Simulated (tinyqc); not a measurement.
Shallow donor in an anisotropic valley (effective-mass theory): sweeps and comparisons. A value that a table varies takes the place of the one given here.

One valley: H = -c [(d2/dx2 + d2/dy2)/mt + (d2/dz2)/ml] - q/(eps r), c = hbar^2/2m0, q = e^2/(4 pi eps0). Trial function exp(-sqrt((x^2 + y^2)/a^2 + z^2/b^2)) with a > b: T = (c/3)(2/(mt a^2) + 1/(ml b^2)), V = -(q/eps) atan(u/b)/u, u = sqrt(a^2 - b^2). The central cell of the impurity is left out.

Constants: hbar^2/2m0 = 3.80998211 eV angstrom^2; e^2/(4 pi eps0) = 14.39964547 eV angstrom; Ry = 13.60569312 eV; a0 (Bohr radius) = 0.5291772105 angstrom.

Inputs chosen for the exercise (near those of Ge; the results hold for these values, not for the real material):

| symbol | value | unit | meaning |
|---|---|---|---|
| mt | 0.082 | m0 | transverse mass |
| eps | 15.4 |  | dielectric constant |
| xs | (1.1, 2.3, 3.1, 4.6, 8.4, 18, 69, 190) |  | ratios ml/mt |
| ml | 1.601 | m0 | longitudinal mass |

## Mass anisotropy

mt and eps fixed, ml varied. Energies in units of Ry*(mt) = Ry mt/eps^2 and lengths in a*(mt) = a0 eps/mt; the last two columns use one mass, 3/(1/ml + 2/mt) or (ml mt^2)^(1/3).

Results:

| ml/mt | a/a* | b/a | binding | conductivity mass | density-of-states mass |
|---|---|---|---|---|---|
| 1.10 | 0.980 | 0.967 | 1.032 | 1.031 | 1.032 |
| 2.30 | 0.848 | 0.744 | 1.292 | 1.232 | 1.320 |
| 3.10 | 0.804 | 0.670 | 1.401 | 1.292 | 1.458 |
| 4.60 | 0.754 | 0.584 | 1.549 | 1.353 | 1.663 |
| 8.40 | 0.690 | 0.473 | 1.774 | 1.416 | 2.033 |
| 18.0 | 0.627 | 0.364 | 2.052 | 1.459 | 2.621 |
| 69.0 | 0.551 | 0.230 | 2.496 | 1.489 | 4.102 |
| 190 | 0.514 | 0.163 | 2.776 | 1.496 | 5.749 |

What can be read from the table?

The binding grows from 1.03 to 2.78 Ry*(mt); for ml going to infinity the exact problem becomes two-dimensional, with 4 Ry*. The conductivity mass saturates at 1.5 and underbinds, by 13 % at ml/mt = 4.6; the density-of-states mass errs by +7 % there and by +107 % in the last row. With these mt and eps one unit is 4.70 meV.

## What each parameter does

The minimum of the trial energy. Each row changes one parameter from the base and keeps the others.

Results:

| case | E (meV) | a (angstrom) | b (angstrom) | b/a |
|---|---|---|---|---|
| base | -9.79 | 61.73 | 21.85 | 0.354 |
| ml = 2.001 m0 | -10.16 | 60.26 | 19.75 | 0.328 |
| mt = 0.074 m0 | -8.99 | 67.64 | 23.11 | 0.342 |
| eps = 16.9 | -8.13 | 67.75 | 23.97 | 0.354 |

What does this show?

The largest shifts from the base row, up to three for each result and ties (the steps differ in size, so this ranks the rows, not the parameters). E (meV): eps +1.66, mt +0.80, ml -0.37. a (angstrom): eps +6.01, mt +5.91, ml -1.47. b (angstrom): eps +2.13, ml -2.09, mt +1.26. b/a: ml -0.026, mt -0.012; unchanged at the printed digits by eps. eps only rescales the solution (E as 1/eps^2, lengths as eps), so b/a depends on ml/mt alone.

tinyqc: `OMP_NUM_THREADS=1 python tinyqc.py 1252104 1252105 out.jsonl`; about 0.01 s, one thread, shared Intel(R) Xeon(R) Processor @ 2.30GHz.
